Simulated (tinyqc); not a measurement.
Across the transition: q-state Potts model on a small periodic square lattice: enumeration, Metropolis, heat-bath and Wolff steps. Computed by tinyqc, a small Python program. Command: `OMP_NUM_THREADS=1 python tinyqc.py 3110237 3110238 out.jsonl potts walk`. One thread of a shared host (Intel(R) Xeon(R) Processor @ 2.30GHz), about 0.1 s of CPU time with the checks.

E = -J x (number of nearest-neighbour bonds with equal states); n x n sites with periodic edges have 2 n^2 bonds. Order parameter m = (q f - 1)/(q - 1), f being the largest share of one state. Sites are numbered row by row from 0. Here q = 4 and n = 3.

Inputs (values chosen for the exercise, for a model of domains or grain orientations):
```
quantity            value  unit
number of states q      4     -
edge n                  3     -
coupling J             73   meV
temperature T        1210     K
```

Constants: k_B = 8.617333262e-05 eV/K.

Method:
- K = J/(k_B T); the infinite square lattice orders at K_c = ln(1 + sqrt(q)); Wolff bond probability p = 1 - exp(-K).
- All q^(n^2) states are counted by their number b of equal bonds; weights g(b) exp(K b), K = J/(k_B T). Per site: u = -J <b>/n^2, c/k_B = K^2 (<b^2> - <b>^2)/n^2.
- m and U = 1 - <m^4>/(3 <m^2>^2) from the same sums; K = K_c T_c/T.

K_c = 1.09861

Exact values for this lattice:
```
T/T_c  share of equal bonds  c (k_B/site)      <m>        U
0.50                0.99903        0.0387  0.99933  0.66655
0.70                0.98553        0.3269  0.98922  0.66429
0.85                0.94557        0.9027  0.95552  0.65480
0.95                0.89297        1.4063  0.90719  0.63859
1.00                0.85844        1.6196  0.87404  0.62610
1.10                0.77870        1.8286  0.79456  0.59163
1.25                0.65916        1.5904  0.66979  0.52309
1.50                0.52113        0.8700  0.51934  0.41492
2.00                0.40589        0.2863  0.39121  0.32317
3.00                0.33643        0.0824  0.31759  0.30123
```

c is largest, 1.83 k_B, at T/T_c = 1.1: on so small a lattice the transition is a broad bump. At T_c the infinite lattice has a share (1 + 1/sqrt(q))/2 = 0.750 of equal bonds, against 0.858 here. <m> stays at 0.32 at 3 T_c, since the largest share among 9 sites always exceeds 1/q on average.

Extremes, crossings and ranges named in words are read from the listed rows.
